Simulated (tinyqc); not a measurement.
Dopants and charged point defects at anneal temperature: Fermi-level effect, clustering and pairing: one step, computed by the program tinyqc.

Boltzmann statistics and full ionisation of active dopants. Energies are counted from the valence band; the defect (a vacancy or self-interstitial) has five charge states, with all degeneracy factors one.

Question. Charged defects. C_0 = N_s exp(S_f/k_B) exp(-H_f/k_B T). Ratios to the neutral state at E_F = E_i: r_+ = exp((E(+/0) - E_i)/k_B T), r_2+ = r_+ exp((E(2+/+) - E_i)/k_B T), r_- = exp((E_i - E(0/-))/k_B T), r_2- = r_- exp((E_i - E(-/2-))/k_B T); at other E_F state q scales as chi^(-q). The enhancement is sum r_q chi^(-q)/sum r_q. The charge on the defects is left out of neutrality.

Inputs (values chosen for the exercise, with bands modelled on GaAs):
```
quantity,value,unit
anneal temperature T,950,K
formation enthalpy of the neutral defect H_f,2.69,eV
formation entropy S_f,7.9,k_B
site density N_s,2.9e+22,cm^-3
```

Dopant: acceptor. Second part: clustering of the dopant.

defect levels as fractions of E_g(T): (2+/+), (+/0), (0/-), (-/2-): [0.18, 0.064, 0.36, 0.8]

E_g = 1.127785 eV

k_B T = 0.08186467 eV

n_i = 1.128141e+16 cm^-3

E_i = 0.6898109 eV

chi = 0.001779432

Give: neutral defects C_0; Charge states; all defects, doped; enhancement over intrinsic; mean charge.

Answer.

neutral defects C_0 = 4.196e+11 cm^-3

Charge states:
```
state,ratio r,intrinsic (cm^-3),doped (cm^-3)
2+,1.383e-06,5.804e+05,1.833e+11
+,5.290e-04,2.219e+08,1.247e+11
0,1.000e+00,4.196e+11,4.196e+11
-,3.203e+01,1.344e+13,2.392e+10
2-,2.392e+00,1.004e+12,3.178e+06
```

all defects, doped = 7.515e+11 cm^-3

enhancement over intrinsic = 0.05056

mean charge = 0.6219 e

Doping leaves the neutral state alone and scales the total by 0.0506; the most common state is 0 (in intrinsic material -).
